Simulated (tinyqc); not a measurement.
Worked calculation: empirical pseudopotential in a few plane waves. One step of it, computed by the program tinyqc.

Problem. Bloch Hamiltonian at G. Basis: the 15 shortest G (labels in 2 pi/a), the same at every k. H(G,G') = c |k + G|^2 delta + VS(|G-G'|^2) cos((G-G').tau) + i VA sin((G-G').tau), tau = a/8 (1,1,1); 1 Ry = 13.605693 eV.

Parameters chosen for this model: fcc lattice, atoms at +/- a/8 (1,1,1); form factors in rydberg at |G|^2 in units of (2 pi/a)^2:
```
parameter,value,unit
a,6.150000,angstrom
VS(3),-0.202000,Ry
VS(8),0.030000,Ry
VS(11),0.069000,Ry
VA(3),0,Ry
VA(4),0,Ry
VA(11),0,Ry
hbar^2/2m (2 pi/a)^2,3.976788,eV
```

k point G (2 pi / a): 0  0  0

Give: H(k) at G.

Solution.

H(k) at G (eV), lower triangle:
```
,+0+0+0,-1-1-1,-1-1+1,-1+1-1,-1+1+1,+1-1-1,+1-1+1,+1+1-1,+1+1+1,-2+0+0,+0-2+0,+0+0-2,+0+0+2,+0+2+0,+2+0+0
+0+0+0,0.0000
-1-1-1,1.9434,11.9304
-1-1+1,-1.9434,0.0000,11.9304
-1+1-1,-1.9434,0.0000,0.4082,11.9304
-1+1+1,-1.9434,-0.4082,0.0000,0.0000,11.9304
+1-1-1,-1.9434,0.0000,0.4082,0.4082,0.0000,11.9304
+1-1+1,-1.9434,-0.4082,0.0000,0.0000,0.4082,0.0000,11.9304
+1+1-1,-1.9434,-0.4082,0.0000,0.0000,0.4082,0.0000,0.4082,11.9304
+1+1+1,1.9434,0.0000,-0.4082,-0.4082,0.0000,-0.4082,0.0000,0.0000,11.9304
-2+0+0,0.0000,-1.9434,-1.9434,-1.9434,1.9434,0.6638,-0.6638,-0.6638,-0.6638,15.9072
+0-2+0,0.0000,-1.9434,-1.9434,0.6638,-0.6638,-1.9434,1.9434,-0.6638,-0.6638,0.4082,15.9072
+0+0-2,0.0000,-1.9434,0.6638,-1.9434,-0.6638,-1.9434,-0.6638,1.9434,-0.6638,0.4082,0.4082,15.9072
+0+0+2,0.0000,-0.6638,1.9434,-0.6638,-1.9434,-0.6638,-1.9434,0.6638,-1.9434,-0.4082,-0.4082,0.0000,15.9072
+0+2+0,0.0000,-0.6638,-0.6638,1.9434,-1.9434,-0.6638,0.6638,-1.9434,-1.9434,-0.4082,0.0000,-0.4082,0.4082,15.9072
+2+0+0,0.0000,-0.6638,-0.6638,-0.6638,0.6638,1.9434,-1.9434,-1.9434,-1.9434,0.0000,-0.4082,-0.4082,0.4082,0.4082,15.9072
```
